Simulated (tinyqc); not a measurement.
Trap density from the barrier height.

Inverse problem. In a partly depleted grain with all boundary traps filled, 2 N W = Qt and VB = q N W^2/(2 eps0 eps_r). Find Qt, W and the doping at which VB would equal Vt.

Values chosen for this exercise: temperature T = 250 K; relative permittivity eps_r = 11.7.

Constants: q = 1.602176634e-19 C, kB = 1.380649e-23 J/K, Vt = kB T/q, eps0 = 8.8541878128e-14 F/cm where lengths are in cm. Results are converted to the units shown.

doping = 3.6e18 cm^-3
barrier height = 0.11363156 V

Solution. Eliminating W gives VB = q Qt^2/(8 eps0 eps_r N), which falls as 1/N.

Qt = 4.60e12 cm^-2
W = 6.39 nm
doping for VB = Vt = 1.90e19 cm^-3

Program tinyqc, `OMP_NUM_THREADS=1 python tinyqc.py 2830238 2830239 out.jsonl`; Intel Xeon 2.30GHz, shared host, one thread, about 0.01 s.
